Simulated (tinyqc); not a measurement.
On-chip interconnect, size-dependent resistivity and RC delay: one step of the calculation.

A rectangular line between two neighbours and two ground planes. Surface and grain-boundary scattering are added to the bulk resistivity as corrections; capacitances are parallel-plate values without fringing; inductance is ignored.

Question. Ladder and Elmore delays. 5 equal pi sections: series Rs = r Lw/5; node capacitances c Lw/5, halved at nodes 0 and 5, with Cl added to node 5; Rd feeds node 0. Elmore delay of node k: the sum, over the resistors on the path to k, of resistance times all capacitance downstream of it.

Inputs (values chosen for the exercise); metal values close to those of aluminium:
- Lw = 6.3 um (line length)
- Rd = 17000 ohm (driver resistance)
- Cl = 1.2 fF (load capacitance)

r = 104.09736 ohm/um
c = 0.16632251 fF/um

Give: Rs; C; Elmore delay.

Answer.

Rs = 131.2 ohm

```
node  C (fF)  Elmore delay (ps)
0     0.1048              38.21
1     0.2096              38.49
2     0.2096              38.75
3     0.2096              38.97
4     0.2096              39.17
5      1.305              39.34
```

The far-end value equals Rd (c Lw + Cl) + r Lw (c Lw/2 + Cl) for any number of pi sections; the line resistance contributes 2.87 % of it.

Range of the model: The metal width is under the mean free path, where the thick-limit surface term and the simple sum of corrections lose accuracy.

Program tinyqc, `OMP_NUM_THREADS=1 python tinyqc.py 2100122 2100123 out.jsonl`; Intel Xeon 2.30GHz, shared host, one thread, about 0.01 s.
